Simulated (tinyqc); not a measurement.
Binary melting diagram from solution models of liquid and solid. Changing the growth number V delta/D. Computed by tinyqc, a small Python program. Command: `OMP_NUM_THREADS=1 python tinyqc.py 3000873 3000874 out.jsonl melt sweep`. One thread of a shared host (Intel(R) Xeon(R) Processor @ 2.30GHz), about 0.01 s of CPU time with the checks.

x is the fraction of B. In a phase with interaction L: mu_A = G_A + R T ln(1 - x) + L x^2, mu_B = G_B + R T ln x + L (1 - x)^2. Melting: G(liquid) - G(solid) = H (1 - T/T_m) for each pure component.

Inputs (values chosen for the exercise, modelled on Si-Ge):
```
quantity                 value    unit
melting point T_A         1687       K
melting point T_B         1211       K
heat of melting H_A       50.7  kJ/mol
heat of melting H_B       36.3  kJ/mol
liquid interaction L_L     6.6  kJ/mol
solid interaction L_S        3  kJ/mol
dilute content c0 of B  0.0067       -
```

Diagram: complete solid solution (lens).

Constants: R = 8.314462618 J/(mol K).

Method. At T_A, k0 = exp[(dG_B(T_A) + L_L - L_S)/(R T_A)]; van 't Hoff: m_L = -R T_A^2 (1 - k0)/H_A per unit fraction. Burton-Prim-Slichter: k_eff = k0/[k0 + (1 - k0) exp(-V delta/D)]. Freezing range of c0: |m_L| c0 |1 - k0|/k0.

One run for each value:
```
growth number V delta/D  effective coefficient k_eff
0.02                                         0.47238
0.047                                        0.47911
0.11                                         0.49485
0.26                                         0.53231
0.61                                         0.61761
1.4                                          0.78064
3.4                                          0.96336
8                                            0.99962
```

What does the table show?

Over the rows, effective coefficient k_eff rises from 0.472 to 1.000 (exponent d ln y / d ln x 0.017 between the first rows and 0.043 between the last).
